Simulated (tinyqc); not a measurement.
# Schottky barrier on an n-type semiconductor with a doping step, non-linear Poisson equation by Newton steps: Capacitance-voltage profiling

One dimension, metal at x = 0, donor density C(x) = N1 for x < x1 and Nd beyond. Energies are counted from the electron Fermi level of the semiconductor and the conduction-band edge is Ec = -psi, so n = Nc exp(psi/Vt); holes follow the Fermi level of the metal, at -V, so p = Nv exp((V - psi - Eg)/Vt). Ends: psi(0) = V - phiB and psi = Vt ln(Nd/Nc) deep inside. Boltzmann statistics, full ionisation, no current, no image force in the Poisson equation.

The Poisson equation d/dx(eps0 eps_r dpsi/dx) = -q (p - n + C) is solved on a mesh of about 1000 nodes or more that ends in neutral material. C_s = q d/dV of the integral of n over x, from the linearised equation. Probed depth w = eps0 eps_r/C_s; apparent doping N_app = C_s^3/(q eps0 eps_r dC_s/dV), the derivative by central differences over +/- 0.02 V.

Parameters, values chosen for the exercise; band and dielectric values close to those of silicon:
```
symbol    value   unit                                  meaning
T           400      K                              temperature
Eg          1.1     eV                                 band gap
eps_r      11.8                           relative permittivity
Nc       4.3e19  cm^-3   conduction-band density of states at T
Nv      4.16e19  cm^-3      valence-band density of states at T
Nd       2.3e17  cm^-3  donor density deep in the semiconductor
phiB       0.63     eV                           barrier height
x1           59     nm                 depth of the doping step
N1       6.9e16  cm^-3             donor density above the step
```

Constants: q = 1.602176634e-19 C, kB = 1.380649e-23 J/K, Vt = kB T/q, eps0 = 8.8541878128e-14 F/cm where lengths are in cm. Results are converted to the units shown.

The same in every row: true C(w) (cm^-3) = 2.30e17.

Result of one run:

| C_s (nF/cm^2) | w (nm) | N_app (cm^-3) | \|E_0\| (kV/cm) |
|---|---|---|---|
| 61.2 | 171 | 2.30e17 | 456 |

Which bias of the metal against the semiconductor V gave this result: -0.71, -1.43, -3.57 or -4.29 V?

V = -4.29 V.

The whole series:

| V (V) | C_s (nF/cm^2) | w (nm) | N_app (cm^-3) | \|E_0\| (kV/cm) |
|---|---|---|---|---|
| 0 | 155 | 67.3 | 1.70e17 | 98.1 |
| -0.71 | 111 | 93.9 | 2.30e17 | 186 |
| -1.43 | 92.0 | 114 | 2.30e17 | 255 |
| -2.14 | 80.3 | 130 | 2.30e17 | 313 |
| -2.86 | 72.1 | 145 | 2.30e17 | 366 |
| -3.57 | 66.0 | 158 | 2.30e17 | 412 |
| -4.29 | 61.2 | 171 | 2.30e17 | 456 |
| -5 | 57.4 | 182 | 2.30e17 | 496 |

C_s falls from 155 to 57.4 nF/cm^2 while the probed depth goes from 67.3 to 182 nm. The apparent doping rises from 1.70e17 to 2.30e17 cm^-3. It departs most from the true doping at that depth for V = 0 V, where it is 26 % below it; the method senses the electrons at the edge of the depleted layer, which are smeared over a few Debye lengths (LD = 9.9 nm at Nd), so it cannot follow a doping that changes on that scale.

Program tinyqc, `OMP_NUM_THREADS=1 python tinyqc.py 2020079 2020080 out.jsonl`; Intel Xeon 2.30GHz, shared host, one thread, about 0.06 s.
